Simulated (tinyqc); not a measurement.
Classical nucleation, growth and JMAK kinetics of crystallisation from a melt or glass: one step, computed by the program tinyqc. Command: `OMP_NUM_THREADS=1 python tinyqc.py 3016342 3016343 out.jsonl nucl walk`. One thread of a shared host (Intel(R) Xeon(R) Processor @ 2.30GHz), about 0.01 s of CPU time with the checks.

A spherical nucleus cap on a flat wall with a sharp interface of isotropic energy gamma; lambda = Omega^(1/3) is the jump distance.

Task: Steady nucleation rate. Driving force per volume: dG = H (T_m - T)/T_m. Shape factor f = (2 + cos theta)(1 - cos theta)^2/4. W(r) = f [4 pi r^2 gamma - (4/3) pi r^3 dG]; r* = 2 gamma/dG; W* = f 16 pi gamma^3/(3 dG^2); n* = f (4/3) pi r*^3/Omega. D = D0 exp(-Q/(k_B T)); attachment rate k+ = (A*/lambda^2) D/lambda^2 with A* = 2 pi r*^2 (1 - cos theta); Zeldovich factor Z = sqrt(W*/(3 pi k_B T))/n*; sites per volume N = S_v/lambda^2; I = N Z k+ exp(-W*/(k_B T)); lag time = 1/(4 pi Z^2 k+).

Inputs (values chosen for the exercise, for a model substance):
```
quantity                        value        unit
melting point T_m                1670           K
heat of melting per volume H     1060      J/cm^3
interface energy gamma          0.148       J/m^2
atomic volume Omega              28.3  angstrom^3
temperature T                    1247           K
diffusion prefactor D0        2.2e-05       m^2/s
activation energy Q              2.57          eV
contact angle theta                75     degrees
wall area per volume S_v       120000         1/m
```

Nucleation: on a flat wall. Driving force: Turnbull (linear).

Constants: k_B = 8.617333262e-05 eV/K; k_B = 1.380649e-23 J/K.

Give: diffusivity D; attachment rate k+; Zeldovich factor Z; sites N; nucleation rate I; lag time.

Result:

diffusivity D = 9.030e-16 m^2/s

attachment rate k+ = 5.927e+05 1/s

Zeldovich factor Z = 0.01951

sites N = 1.292e+24 1/m^3

nucleation rate I = 1.897e+22 1/(m^3 s)

lag time = 3.528e-04 s
